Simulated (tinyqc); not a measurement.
Ballistic Schottky-barrier transistor with a one-dimensional channel, WKB contacts: one step of the calculation.

Source Fermi level 0, drain Fermi level -Vd. Far from the contacts Ec = pn - psi, and the gate moves psi one to one; the band edges relax as exp(-x/lam) from pn at the source and pn - Vd at the drain; Ev = Ec - Eg. A carrier of energy w inside the channel band meets at a contact a barrier of height D (the contact edge beyond the channel edge): T = 1 for w >= D, else exp(-S), S = 4 lam sqrt(m/C) [sqrt(D - w) - sqrt(w) arctan sqrt((D - w)/w)], C = hbar^2/(2 m0). The two contacts combine as Ts Td/(Ts + Td - Ts Td).

Question. Current of the holes on a coarse grid. I = g (2 q^2/h) int T(w) [f(Es + w) - f(Ed + w)] dw, f(y) = 1/(1 + exp(y/Vt)). Electrons: Ds = psi, Dd = psi - Vd, Es = Ec, Ed = Ec + Vd. Holes: Ds = -psi, Dd = Vd - psi, Es = -Ev, Ed = -Ev - Vd. The size of each current is taken; both flow from drain to source and add. Simpson's rule on nE equally spaced w from 0 to wm.

Values chosen for this exercise; channel values close to those of a germanium nanowire:
```
symbol,value,unit,meaning
T,300,K,temperature
Eg,0.66,eV,band gap
pn,0.59,eV,barrier for electrons at both contacts
mp,0.15,m0,hole mass
g,2,,valleys or subbands
lam,1.8,nm,screening length at the contacts
Vd,0.3,V,drain bias
ps,-0.06,V,band shift psi of the channel by the gate
wm,0.54,eV,upper end of the grid
nE,17,,points of the grid
```

Constants: q = 1.602176634e-19 C, kB = 1.380649e-23 J/K, hbar = 1.054571817e-34 J s, h = 6.62607015e-34 J s, m0 = 9.1093837015e-31 kg, Vt = kB T/q, hbar^2/(2 m0) = 0.0380998212 eV nm^2. Results are converted to the units shown.

Find: w; Ts; Td; T; size of the supply difference; current.

Answer.

w, point 0 to 16 (eV): [0.00000, 0.03375, 0.06750, 0.10125, 0.13500, 0.16875, 0.20250, 0.23625, 0.27000, 0.30375, 0.33750, 0.37125, 0.40500, 0.43875, 0.47250, 0.50625, 0.54000]
Ts, point 0 to 16: [0.030216, 0.65851, 1.0000, 1.0000, 1.0000, 1.0000, 1.0000, 1.0000, 1.0000, 1.0000, 1.0000, 1.0000, 1.0000, 1.0000, 1.0000, 1.0000, 1.0000]
Td, point 0 to 16: [1.8939e-4, 0.0077961, 0.028485, 0.069424, 0.13659, 0.23342, 0.35939, 0.50897, 0.67098, 0.82812, 0.95523, 1.0000, 1.0000, 1.0000, 1.0000, 1.0000, 1.0000]
T, point 0 to 16: [1.8824e-4, 0.0077647, 0.028485, 0.069424, 0.13659, 0.23342, 0.35939, 0.50897, 0.67098, 0.82812, 0.95523, 1.0000, 1.0000, 1.0000, 1.0000, 1.0000, 1.0000]
size of the supply difference, point 0 to 16: [0.59550, 0.84448, 0.95229, 0.98598, 0.99386, 0.98991, 0.96695, 0.88879, 0.68429, 0.37007, 0.13736, 0.041372, 0.011562, 0.0031603, 8.5853e-4, 2.3284e-4, 6.3118e-5]
current = 11.620 uA

Range of the model: No scattering, image-force lowering, channel charge or band-to-band tunnelling; parabolic kappa overstates S deep in the gap.

tinyqc, about 0.03 s, one thread, Intel Xeon 2.30GHz (shared host): `OMP_NUM_THREADS=1 python tinyqc.py 2390016 2390017 out.jsonl`
